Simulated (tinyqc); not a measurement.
# Elastic trap-assisted tunnelling through a dielectric: effects of single changes

Emitter at x = 0 (Fermi level 0), collector at x = t (Fermi level -V), band edge U(x) = phi - F x, F = V/t. A trap at x has the energy E = U(x) - Et. With G(u) = (4/(3 F)) sqrt(mo/C) max(u, 0)^1.5, C = hbar^2/(2 m0): S1 = G(phi - E) - G(Et), S2 = G(Et) - G(phi - V - E), T1,2 = exp(-S1,2). The steady rate through one trap is nu T1 T2 (f1 - f2)/(T1 + T2), f1 = f(E), f2 = f(E + V), f(y) = 1/(1 + exp(y/Vt)); both contacts offer states at E.

Inputs (values chosen for the exercise); dielectric values close to those of hafnium oxide: temperature T = 300 K; barrier above the emitter Fermi level phi = 1.54 eV; tunnelling mass mo = 0.21 m0; thickness t = 6.7 nm; trap depth below the band edge of the dielectric Et = 1.2 eV; trap density Nt = 3.7e17 cm^-3; attempt frequency nu = 1e13 1/s; voltage V = 1.93 V.

Constants: q = 1.602176634e-19 C, kB = 1.380649e-23 J/K, hbar = 1.054571817e-34 J s, m0 = 9.1093837015e-31 kg, Vt = kB T/q, hbar^2/(2 m0) = 0.0380998212 eV nm^2. Results are converted to the units shown.

Each table varies one quantity; the others keep the values above.

## Effect of the thickness at fixed voltage

J = q Nt times the integral of the rate over x. Direct S = (4/(3 F)) sqrt(mo/C) [phi^1.5 - max(phi - V, 0)^1.5].

Result of one run:

| t (nm) | J (A/cm^2) | x of the peak over t | larger S there | direct S |
|---|---|---|---|---|
| 4.4 | 4.15 | 0.237 | 9.38 | 13.6 |

What becomes of these results when the thickness t is changed from 4.4 to 5.3 nm, all else the same?

Result of the changed run:

| t (nm) | J (A/cm^2) | x of the peak over t | larger S there | direct S |
|---|---|---|---|---|
| 5.3 | 0.733 | 0.242 | 11.3 | 16.4 |

The whole series:

| t (nm) | J (A/cm^2) | x of the peak over t | larger S there | direct S |
|---|---|---|---|---|
| 2.5 | 137 | 0.228 | 5.33 | 7.75 |
| 3.4 | 27.1 | 0.232 | 7.25 | 10.5 |
| 4.4 | 4.15 | 0.237 | 9.38 | 13.6 |
| 5.3 | 0.733 | 0.242 | 11.3 | 16.4 |
| 6.2 | 0.126 | 0.247 | 13.2 | 19.2 |
| 7.1 | 0.0212 | 0.252 | 15.1 | 22.0 |
| 8.1 | 0.00287 | 0.256 | 17.3 | 25.1 |
| 9 | 4.68e-4 | 0.260 | 19.2 | 27.9 |

J falls from 137 to 4.68e-4 A/cm^2, on average 0.841 decades a nanometre, against 1.35 for the direct exponent: trap-assisted leakage falls more slowly, so it gains on direct tunnelling as the layer thickens.

## Effect of the trap depth

Same model as above.

The same in every row: direct S = 20.8.

Result of one run:

| Et (eV) | J (A/cm^2) | x of the peak over t | larger S there |
|---|---|---|---|
| 1.57 | 3.36e-4 | 0.401 | 18.5 |

What becomes of these results when the trap depth below the band edge of the dielectric Et is changed from 1.57 to 1.44 eV, all else the same?

Result of the changed run:

| Et (eV) | J (A/cm^2) | x of the peak over t | larger S there |
|---|---|---|---|
| 1.44 | 0.00159 | 0.386 | 17.4 |

The whole series:

| Et (eV) | J (A/cm^2) | x of the peak over t | larger S there |
|---|---|---|---|
| 0.69 | 0.00795 | 0.439 | 14.5 |
| 0.82 | 0.0486 | 0.372 | 12.7 |
| 0.94 | 0.205 | 0.316 | 11.1 |
| 1.07 | 0.197 | 0.278 | 12.0 |
| 1.19 | 0.0536 | 0.252 | 14.1 |
| 1.32 | 0.00843 | 0.361 | 16.2 |
| 1.44 | 0.00159 | 0.386 | 17.4 |
| 1.57 | 3.36e-4 | 0.401 | 18.5 |
| 1.69 | 1.05e-4 | 0.411 | 19.4 |

J goes from 0.00795 through a maximum of 0.205 (at Et = 0.94 eV among the rows listed) to 1.05e-4 A/cm^2. Shallow traps near the emitter lie above its Fermi level and stay empty, while deep traps face higher barriers, so a middle depth conducts best.

Range of the model: Phonon-assisted (inelastic) capture, chains of traps and a spread of trap depths are left out.

Numbers from tinyqc (`OMP_NUM_THREADS=1 python tinyqc.py 2370155 2370156 out.jsonl`; about 0.05 s on one thread of a shared Intel Xeon 2.30GHz).
